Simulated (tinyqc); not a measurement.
Minority carriers and saturation current of a heavily doped emitter: effect of temperature on the narrowing factor.

n-type, parabolic bands, full ionisation. eta = (EF - Ec)/kB T solves N = Nc F12(eta), F12(x) = (2/sqrt(pi)) int_0^infinity sqrt(u)/(1 + exp(u - x)) du. The gap shrinks rigidly by dEg = E1 [ln(N/N0) + sqrt(ln^2(N/N0) + 0.5)], an empirical law that is here taken as the true narrowing.

Nc is given at 350 K and scales as T^1.5; dEg is held. The factor nie^2/ni^2 = exp(dEg/kB T) g, g = F12(eta) exp(-eta), divides the current gain of a transistor with this emitter.

Parameters, values chosen for the exercise; band and dielectric values those of a made-up semiconductor:
```
symbol    value   unit                                     meaning
Nc      2.67e19  cm^-3  conduction-band density of states at 350 K
N        7.5e19  cm^-3                       ionised donor density
E1          6.7    meV                 energy of the narrowing law
N0       1.7e17  cm^-3                density of the narrowing law
```

Constants: q = 1.602176634e-19 C, kB = 1.380649e-23 J/K, Vt = kB T/q. Results are converted to the units shown.

Effect of temperature on the narrowing factor:
```
T (K)	eta	g	nie^2/ni^2	its logarithm
150	5.461	0.04255	23.97	3.177
200	3.996	0.1196	13.83	2.627
250	3.089	0.2120	9.482	2.249
300	2.459	0.3026	7.182	1.972
350	1.990	0.3840	5.798	1.757
400	1.621	0.4546	4.888	1.587
450	1.320	0.5149	4.252	1.447
```

What does the comparison show?

The factor falls from 24.0 to 4.25. Its slope against q/kB T is 28.4 meV between the first two rows and 43.2 meV between the last two, against dEg = 81.9 meV: degeneracy takes back part of the narrowing. The factor grows on cooling, so the current gain of such a transistor falls.

Range of the model: Band tails, non-parabolic bands and incomplete ionisation are left out.

Computed by the program tinyqc: `OMP_NUM_THREADS=1 python tinyqc.py 2330074 2330075 out.jsonl`, one thread of a shared Intel Xeon 2.30GHz, about 0.01 s for the whole run.
